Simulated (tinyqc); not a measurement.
Polycrystalline film, grain-boundary barriers (Seto model): one step of the calculation.

One-dimensional grains of size Lg with donors N; each boundary has Qt acceptor-like traps per area at one level Et below the band edge. Trapped electrons qt deplete a width w = qt/N (both sides together) and raise a barrier Vb = q N w^2/(8 eps0 eps_r). Current crosses the barriers by thermionic emission at small bias. Abrupt depletion, full ionisation, Boltzmann statistics.

Question. Critical doping and limits of the barrier. N* = Qt/Lg; fully depleted grains have Vb = q N Lg^2/(8 eps0 eps_r), filled traps Vb = q Qt^2/(8 eps0 eps_r N); the true barrier cannot exceed the smaller.

Values chosen for this exercise; values close to those of polycrystalline silicon:
```
symbol,value,unit,meaning
eps_r,11.7,,relative permittivity of the semiconductor
Lg,80,nm,grain size
Qt,1.8e12,cm^-2,trap density at a boundary
N,1.7e17,cm^-3,donor density
```

Constants: q = 1.602176634e-19 C, eps0 = 8.8541878128e-14 F/cm where lengths are in cm. Results are converted to the units shown.

Wanted: N*; Vb, fully depleted; Vb, traps filled.

Answer.

N* = 2.2500e17 cm^-3
Vb, fully depleted = 0.21034 V
Vb, traps filled = 0.36845 V

tinyqc, about 0.01 s, one thread, Intel Xeon 2.30GHz (shared host): `OMP_NUM_THREADS=1 python tinyqc.py 2610139 2610140 out.jsonl`
